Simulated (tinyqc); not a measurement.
Worked calculation: Hueckel theory of the pi electrons, for the molecule C=C1C=CC(F)=CC=N1 (SMILES; centres numbered as the heavy atoms are written). One step of it, computed by the program tinyqc.

Task: Energy, charges, bond orders. E = sum n x; q_r = z_r - P_rr; bond order p = P_rs; free valence = sqrt(3) - sum of p over the bonds of the atom.

x values: 3.197004  2.163171  1.384138  1.321614  0.270909  -0.354372  -0.780912  -1.788280  -1.913273

occupations: 2.000000  2.000000  2.000000  2.000000  2.000000  0.000000  0.000000  0.000000  0.000000

charge and bond-order matrix P:
```
           1C         2C         3C         4C         5C         6F         7C         8C
1C   1.295614   0.773895  -0.076309  -0.331512   0.117548  -0.021300   0.265412  -0.211649
2C   0.773895   0.957646   0.442383   0.041239  -0.081010   0.018384  -0.094101   0.003753
3C  -0.076309   0.442383   0.876829   0.771647   0.143667  -0.050982  -0.299312  -0.188912
4C  -0.331512   0.041239   0.771647   0.979257   0.517657  -0.070765   0.048856  -0.104700
5C   0.117548  -0.081010   0.143667   0.517657   0.834910   0.201046   0.712269   0.159005
6F  -0.021300   0.018384  -0.050982  -0.070765   0.201046   1.964274  -0.116650  -0.052408
7C   0.265412  -0.094101  -0.299312   0.048856   0.712269  -0.116650   1.026715   0.552448
8C  -0.211649   0.003753  -0.188912  -0.104700   0.159005  -0.052408   0.552448   0.824353
9N  -0.261659   0.431416   0.198365  -0.078762  -0.301208   0.070729  -0.043356   0.737876

           9N
1C  -0.261659
2C   0.431416
3C   0.198365
4C  -0.078762
5C  -0.301208
6F   0.070729
7C  -0.043356
8C   0.737876
9N   1.240401
```

Centres:
```
centre  z_r, pi electrons of the neutral centre         h
1C                                            1  0.000000
2C                                            1  0.000000
3C                                            1  0.000000
4C                                            1  0.000000
5C                                            1  0.000000
6F                                            2  3.000000
7C                                            1  0.000000
8C                                            1  0.000000
9N                                            1  0.500000
```

Bonds:
```
i  j         k
1  2         1
2  3         1
3  4         1
4  5         1
5  6  0.700000
5  7         1
7  8         1
8  9         1
9  2  1.000000
```

Give: pi energy = 10 alpha + this times beta; pi charges; Bond orders and lengths from R = 1.517 - 0.180 p; free valence of the carbons; gap between the highest filled and the next level.

Result:

pi energy = 10 alpha + this times beta = 16.6737

pi charges: 1C -0.2956, 2C 0.0424, 3C 0.1232, 4C 0.0207, 5C 0.1651, 6F 0.0357, 7C -0.0267, 8C 0.1756, 9N -0.2404

Bond orders and lengths from R = 1.517 - 0.180 p (angstrom, C-C alone):
```
bond       p       R
1-2   0.7739  1.3777
2-3   0.4424  1.4374
3-4   0.7716  1.3781
4-5   0.5177  1.4238
5-6   0.2010       -
5-7   0.7123  1.3888
7-8   0.5524  1.4176
8-9   0.7379       -
9-2   0.4314       -
```

free valence of the carbons: 1C 0.9582, 2C 0.0844, 3C 0.5180, 4C 0.4427, 5C 0.3011, 7C 0.4673, 8C 0.4417

gap between the highest filled and the next level = 0.6253 |beta|
